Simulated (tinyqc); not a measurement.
Worked calculation: Luttinger-Kohn k.p, four valence bands. One step of it, computed by the program tinyqc.

Problem. Bloch Hamiltonian at k. P = c g1 k^2, Q = c g2 (kx^2 + ky^2 - 2 kz^2), R = c sqrt3 [-g2 (kx^2 - ky^2) + 2i g3 kx ky], S = 2 c sqrt3 g3 (kx - i ky) kz, c = hbar^2/2m = 3.809982 eV angstrom^2; rows [P+Q, -S, R, 0], [-S*, P-Q, 0, R], [R*, 0, P-Q, S], [0, R*, S*, P+Q]. The path ends lie at |k| = 0.06 1/angstrom.

Luttinger parameters chosen for this model; energies are counted downward from the top of the valence band:
```
parameter,value,unit
g1,6.760000,
g2,1.950000,
g3,2.720000,
```

k point k (1/angstrom): -0.018000  0.029000  -0.031000

Give: H(k) at k.

Solution.

H(k) at k (eV), lower triangle (Hermitian):
```
,3/2,1/2,-1/2,-3/2
3/2,0.0491
1/2,-0.0200+0.0323i,0.0604
-1/2,0.0067+0.0187i,0.0000,0.0604
-3/2,0.0000,0.0067+0.0187i,0.0200-0.0323i,0.0491
```
